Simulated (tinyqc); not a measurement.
# Avalanche multiplication and breakdown of a junction from ionisation integrals, step by step

A worked calculation. Computed by tinyqc, a small Python program that keeps every step. Command: `OMP_NUM_THREADS=1 python tinyqc.py 3003021 3003022 out.jsonl impact walk`. One thread of a shared host (Intel(R) Xeon(R) Processor @ 2.30GHz), about 0.01 s of CPU time with the checks. Intermediate numbers are printed to about 5 digits and carried at full precision; extremes and crossings named in words are read from the listed rows.

Ionisation coefficients follow the local field. Position x runs through the depletion layer from the p side (x = 0), where electrons enter, to the n side (x = w), where holes enter. The built-in voltage is neglected.

Inputs (values chosen for the exercise, modelled on InP):

| quantity | value | unit |
|---|---|---|
| electron prefactor a_n | 5.59e+06 | 1/cm |
| electron field b_n | 3.09e+06 | V/cm |
| hole prefactor a_p | 1.83e+06 | 1/cm |
| hole field b_p | 2.33e+06 | V/cm |
| exponent c | 1 | - |
| permittivity eps | 12.5 | - |
| drift-layer mobility mu | 140 | cm^2/(V s) |
| doping N of the lightly doped side | 3.9e+16 | 1/cm^3 |
| bias as a fraction of the breakdown voltage | 0.62 | - |

Junction: one-sided abrupt n+p.

Constants: e = 1.602176634e-19 C; eps_0 = 8.8541878128e-12 F/m.

## Breakdown

alpha_n = a_n exp(-(b_n/F)^c), alpha_p = a_p exp(-(b_p/F)^c). Field F = F_m (1 - s), w = eps eps_0 F_m/(e N), V = F_m w/2, with s = 1 - x/w (the peak lies at the n+ side). With Phi(x) = int_0^x (alpha_n - alpha_p) dx': 1 - 1/M_n = I_n = int_0^w alpha_n exp(-Phi) dx and M_p = M_n exp(-Phi(w)); trapezoid rule on 401 even points; breakdown at I_n = 1. Solve I_n(F_m) = 1.

critical field F_m = 0.64758 MV/cm

width at breakdown = 1.1470 micrometre

breakdown voltage = 37.140 V

## Coefficients at the critical field

The formulas are those given above.

alpha_n = 47331 1/cm

alpha_p = 50103 1/cm

ratio k = alpha_p/alpha_n = 1.0586

shorter ionisation length = 0.19959 micrometre

Holes ionise more readily at the peak field.

## Field and integrand below breakdown

Bias V = fraction times the breakdown voltage.

peak field = 0.50991 MV/cm

Every 50th point:

| x (micrometre) | F (MV/cm) | alpha_n (1/cm) | alpha_p (1/cm) | Phi | I_n up to x |
|---|---|---|---|---|---|
| 0.00000 | 0.00000 | 0 | 0 | 0 | 0 |
| 0.11290 | 0.06374 | 4.9333e-15 | 2.4354e-10 | -7.4730e-17 | 1.1930e-21 |
| 0.22580 | 0.12748 | 1.6606e-04 | 2.1111e-02 | -2.3542e-08 | 1.4405e-10 |
| 0.33869 | 0.19122 | 5.3619e-01 | 9.3431e+00 | -2.1516e-05 | 1.0067e-06 |
| 0.45159 | 0.25495 | 3.0468e+01 | 1.9655e+02 | -7.1008e-04 | 9.8403e-05 |
| 0.56449 | 0.31869 | 3.4400e+02 | 1.2226e+03 | -5.8804e-03 | 1.6879e-03 |
| 0.67739 | 0.38243 | 1.7313e+03 | 4.1350e+03 | -2.3695e-02 | 1.2003e-02 |
| 0.79029 | 0.44617 | 5.4911e+03 | 9.8735e+03 | -6.1934e-02 | 5.1580e-02 |
| 0.90318 | 0.50991 | 1.3051e+04 | 1.8966e+04 | -1.2099e-01 | 1.6199e-01 |

## Multiplication and noise

M_n = 1/(1 - I_n), M_p = M_n exp(-Phi(w)); McIntyre excess noise for the carrier with the larger M, F_x = k M + (1 - k)(2 - 1/M), with k = (smaller M - 1)/(larger M - 1).

M_n = 1.1933

M_p = 1.3468

effective k = 0.55743

excess noise factor = 1.3073

Injecting holes gives the larger gain and, at equal gain, the lower noise.

## On-resistance of the drift layer

R_on = w/(e mu N) with w the width at breakdown; figure of merit V_B^2/R_on; for a triangular field it equals eps eps_0 mu F_m^3/4.

specific on-resistance = 0.13112 milliohm cm^2

V_B^2/R_on = 10.520 MW/cm^2

eps eps_0 mu F_m^3/4 = 10.520 MW/cm^2

## Gain against bias and Miller's formula

Miller's exponent n is defined by 1 - 1/M = (V/V_B)^n for the larger M.

Gain:

| V/V_B | V (V) | F_m (MV/cm) | M_n | M_p | Miller exponent n |
|---|---|---|---|---|---|
| 0.50 | 18.570 | 0.45791 | 1.069 | 1.149 | 2.9501 |
| 0.60 | 22.284 | 0.50162 | 1.165 | 1.303 | 2.8537 |
| 0.70 | 25.998 | 0.54181 | 1.359 | 1.587 | 2.7870 |
| 0.80 | 29.712 | 0.57922 | 1.796 | 2.184 | 2.7440 |
| 0.90 | 33.426 | 0.61435 | 3.192 | 4.012 | 2.7207 |
| 0.95 | 35.283 | 0.63119 | 6.042 | 7.691 | 2.7156 |
| 0.98 | 36.398 | 0.64108 | 14.630 | 18.739 | 2.7145 |
| 0.99 | 36.769 | 0.64434 | 28.958 | 37.157 | 2.7145 |

The larger gain passes 2 between 0.700 and 0.800 of V_B and reaches 37.2 at 0.99. Miller's exponent runs from 2.7 to 3.0, so it is nearly a constant here. From the first row to the last the voltage grows by a factor 1.98 and the peak field by 1.41.

Checks made by the program: the hole form of the condition, int alpha_p exp(Phi(w) - Phi) dx = 1 (relative difference 6e-08).
